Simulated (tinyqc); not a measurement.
# Cell-based percolation model of oxide breakdown: what changes with what

The oxide, of thickness n a, is cut into cubic cells. A cell is defective with the chance l = 1 - exp(-a^3 N), N = N1 (t/1 s)^al. A column of n defective cells breaks the oxide down, and the area holds M = A/a^2 independent columns: 1 - F = (1 - l^n)^M.

Values chosen for this exercise: edge of a cell a = 0.9 nm; cells across the oxide n = 2; area A = 7000 um^2; exponent of defect growth al = 0.67; defect density after 1 s N1 = 3.8e18 cm^-3.

Each table varies one quantity; the others keep the values above.

## Effect of the thickness

At F = 1 - 1/e: l_c = (1 - exp(-1/M))^(1/n), N_bd = -ln(1 - l_c)/a^3, t63 = (N_bd/N1)^(1/al). W = ln(-ln(1 - F)); for small l, W = ln M + n ln(a^3 N), so the Weibull slope is n al.

Result of one run:
```
n      l_c  N_bd (cm^-3)  t63 (s)  slope at t63
8  0.05727      8.090e19    96.01         5.204
```

What becomes of these results when the cells across the oxide n is changed from 8 to 9, all else the same?

Result of the changed run:
```
n      l_c  N_bd (cm^-3)  t63 (s)  slope at t63
9  0.07869      1.124e20    156.9         5.786
```

The whole series:
```
n        l_c  N_bd (cm^-3)    t63 (s)  slope at t63
1  1.157e-10      1.587e11  9.691e-12        0.6700
2   1.076e-5      1.476e16   2.522e-4         1.340
3   4.873e-4      6.686e17    0.07477         2.010
4   0.003280      4.506e18      1.290         2.676
5    0.01030      1.420e19      7.151         3.333
6    0.02207      3.062e19      22.52         3.975
7    0.03806      5.323e19      51.40         4.600
8    0.05727      8.090e19      96.01         5.204
9    0.07869      1.124e20      156.9         5.786
```

N_bd rises from 1.59e11 to 1.12e20 cm^-3 and the slope rises from 0.670 to 5.79, against n al = 0.670 to 6.03. A thin oxide needs few defects in a row, so it breaks at a lower density and with a wider spread; at n = 1 one defect suffices. For n = 1 t63 is under a microsecond, a formal extension of the power law of defect growth.

## Effect of the area

Same model as above.

Result of one run:
```
A (um^2)       l_c  N_bd (cm^-3)  t63 (s)  slope at t63
0.023     0.005934      8.165e18    3.132         1.336
```

What becomes of these results when the area A is changed from 0.023 to 8.6e6 um^2, all else the same?

Result of the changed run:
```
A (um^2)       l_c  N_bd (cm^-3)   t63 (s)  slope at t63
8.6e6     3.069e-7      4.210e14  1.248e-6         1.340
```

The whole series:
```
A (um^2)       l_c  N_bd (cm^-3)   t63 (s)  slope at t63
0.0014     0.02405      3.339e19     25.63         1.324
0.023     0.005934      8.165e18     3.132         1.336
0.38      0.001460      2.004e18    0.3849         1.339
6.4       3.558e-4      4.881e17   0.04674         1.340
110       8.581e-5      1.177e17  0.005596         1.340
1800      2.121e-5      2.910e16  6.949e-4         1.340
31000     5.112e-6      7.012e15  8.308e-5         1.340
5.1e5     1.260e-6      1.729e15  1.028e-5         1.340
8.6e6     3.069e-7      4.210e14  1.248e-6         1.340
```

t63 falls from 25.6 to 1.25e-6 s, as A^(-0.75) between the first two rows and A^(-0.75) between the last two, against -1/(n al) = -0.75; the slope at t63 rises from 1.32 to 1.34, nearer to n al where l_c is small.

Program tinyqc, `OMP_NUM_THREADS=1 python tinyqc.py 2070068 2070069 out.jsonl`; Intel Xeon 2.30GHz, shared host, one thread, about 0.01 s.
